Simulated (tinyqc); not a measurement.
Worked calculation: plane-wave Kohn-Sham cycle with exchange-only LDA in a layered model solid. One step of it, computed by the program tinyqc.

Problem. Iteration 1: Hamiltonian at one k. H(m,m') = (k + G_m)^2/2 delta + V(G_m - G_m'), with V(-G) = V(G).

A solid whose potential varies along x alone (atomic units):
```
parameter                      value
period a                    8.000000
cross-section of the cell  20.000000
electrons per cell                 4
grid points                       16
plane waves -n..n, n               3
k points                           3
V1 in V1 cos(2 pi x/a)     -0.220000
V2 in V2 cos(4 pi x/a)     -0.030000
```

V(G_m), m = 0, 1, 2, ... (hartree): -0.287941  -0.110000  -0.015000  0.000000  0.000000  0.000000  0.000000

k = 0.000000 2 pi / a

Give: H.

Solution.

H (hartree), lower triangle:
```
         -3       -2       -1       +0       +1       +2      +3
-3   2.4879
-2  -0.1100   0.9458
-1  -0.0150  -0.1100   0.0205
+0   0.0000  -0.0150  -0.1100  -0.2879
+1   0.0000   0.0000  -0.0150  -0.1100   0.0205
+2   0.0000   0.0000   0.0000  -0.0150  -0.1100   0.9458
+3   0.0000   0.0000   0.0000   0.0000  -0.0150  -0.1100  2.4879
```
